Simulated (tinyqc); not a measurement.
Worked calculation: nucleation and growth of vacancy voids in a cooling silicon-like crystal. Computed by tinyqc, a small Python program that keeps every step. Command: `OMP_NUM_THREADS=1 python tinyqc.py 3009969 3009970 out.jsonl voids walk`. One thread of a shared host (Intel(R) Xeon(R) Processor @ 2.30GHz), about 0.4 s of CPU time with the checks. Intermediate numbers are printed to about 6 digits and carried at full precision; extremes and crossings named in words are read from the listed rows.

Spherical voids; vacancies are lost only to voids.

Inputs (values chosen for the exercise, for a model crystal):
```
quantity                                    value    unit
vacancy density at the melting point C_m  8.9e+14  1/cm^3
formation energy E_f                         3.97      eV
melting point T_m                            1685       K
diffusion prefactor D0                    0.00042  cm^2/s
migration energy E_m                         0.41      eV
site density rho                            5e+22  1/cm^3
void surface energy gamma                   0.871   J/m^2
cooling rate q                               0.66   K/min
ratio (V/G)/xi_c                             2.24       -
limit of the excess at high V/G           1.4e+14  1/cm^3
temperature of the worked step T             1415       K
temperature step                             0.25       K
```

Vacancy supply: from V/G.

Constants: k_B = 8.617333262e-05 eV/K; k_B = 1.380649e-23 J/K; e = 1.602176634e-19 C.

## Vacancy excess

C = C_x (u - 1)/(u + 0.2) with u = (V/G)/xi_c, a form chosen for the exercise.

initial excess C = 7.11475e+13 1/cm^3

## Nucleation rate at T with the initial excess

C_e = C_m exp[-(E_f/k_B)(1/T - 1/T_m)]; D = D0 exp(-E_m/(k_B T)); f = k_B T ln(C/C_e); r* = 2 gamma/(rho f); W* = 16 pi gamma^3/(3 rho^2 f^2); Z = f/sqrt(12 pi W* k_B T); I = rho Z (4 pi r* D C) exp(-W*/(k_B T)).

C_e = 4.82674e+12 1/cm^3

D = 1.45533e-05 cm^2/s

driving force f = 0.328077 eV

critical radius r* = 0.662814 nm

W*/(k_B T) = 82.0447

rate I = 4.87289e-12 1/(cm^3 s)

Cooling by 10 K multiplies I by 63000: nucleation switches on within a narrow range of temperature.

## Cooling through the nucleation range

March down from 1500 K in steps dT, dt = dT/q, with values at the upper end of each step: a class of I dt voids is born with r*; then all classes grow by r^2 += 2 D (C - C_e) dt/rho; C falls by the vacancies added to voids. Stop at 1150 K. T_n is the T of the largest I, N the final count (classes under 1e-6 /cm^3 are dropped), and the mean radius the number average.

Rows around the peak of I:
```
T (K)    C (1/cm^3)  C_e (1/cm^3)  I (1/(cm^3 s))  voids (1/cm^3)  mean radius (nm)
1402.5  7.11475e+13   3.61102e+12     3.41970e-06     2.83195e-04           18.0719
1392.5  7.11475e+13   2.85221e+12     1.62937e-02     1.71031e+00           19.8943
1382.5  7.11400e+13   2.24518e+12     1.70327e+01     2.19687e+03           21.3928
1377.5  7.09612e+13   1.98939e+12     3.24561e+02     4.79558e+04           22.3166
1374.5  7.00880e+13   1.84935e+12     1.24286e+03     2.33924e+05           23.6218
1372.5  6.82469e+13   1.76119e+12     1.77392e+03     5.14061e+05           25.8027
1370.5  6.46208e+13   1.67700e+12     1.15907e+03     8.03788e+05           30.0568
1368.5  5.93311e+13   1.59661e+12     3.12875e+02     9.39405e+05           36.1982
1366.5  5.31803e+13   1.51985e+12     3.92653e+01     9.67937e+05           42.4915
1363.5  4.37924e+13   1.41119e+12     5.23323e-01     9.71081e+05           49.9017
1360.5  3.52115e+13   1.30987e+12     1.76663e-03     9.71115e+05           55.1172
```

temperature of peak nucleation T_n = 1372.5 K

void density N = 971115 1/cm^3

mean radius = 69.9641 nm

vacancies left at 1150 K = 6.12310e+09 1/cm^3

I rises as supersaturation builds and collapses once the first voids have drawn C down by 4 % at the peak. Nearly all the excess then goes into these voids: [3 C/(4 pi rho N)]^(1/3) = 70.5 nm.

## Cooling rate

The formulas are those given above.

At fixed C:
```
q (K/min)  T_n (K)   N (1/cm^3)  mean radius (nm)
0.066      1382.00  3.24696e+04           217.464
0.170      1378.25  1.31219e+05           136.457
0.330      1375.50  3.49229e+05            98.429
0.660      1372.50  9.71115e+05            69.964
1.300      1369.25  2.63966e+06            50.108
2.600      1366.00  7.33625e+06            35.620
6.600      1361.00  2.89586e+07            22.520
```

Over the rows N goes as q^1.48 and the radius as q^-0.49, near the 3/2 and -1/2 of the scaling argument (depletion time 1/(4 pi N r D) equal to the time in the nucleation range, at fixed N r^3). T_n drops only 21 K for a factor 100 in q. Fast cooling gives many small voids, which an anneal can dissolve.

## Vacancy excess varied

The formulas are those given above.

At fixed q:
```
C (1/cm^3)  T_n (K)   N (1/cm^3)  mean radius (nm)
2.80e+13    1325.00  1.92430e+06            40.779
4.30e+13    1346.50  1.40473e+06            52.277
7.10e+13    1372.25  9.72593e+05            69.880
1.10e+14    1395.50  7.05752e+05            90.021
1.80e+14    1422.50  4.92167e+05           119.677
```

More vacancies nucleate earlier (T_n rises by 98 K) and give fewer, larger voids: N goes as C^-0.73 and the radius as C^0.58, steeper than the -1/2 and +1/2 of the scaling argument at fixed D, because D rises with T_n.

Checks made by the program: Z against the curvature of W(n) (relative difference below 1e-10); N against a run with half the step (relative difference 2e-03).
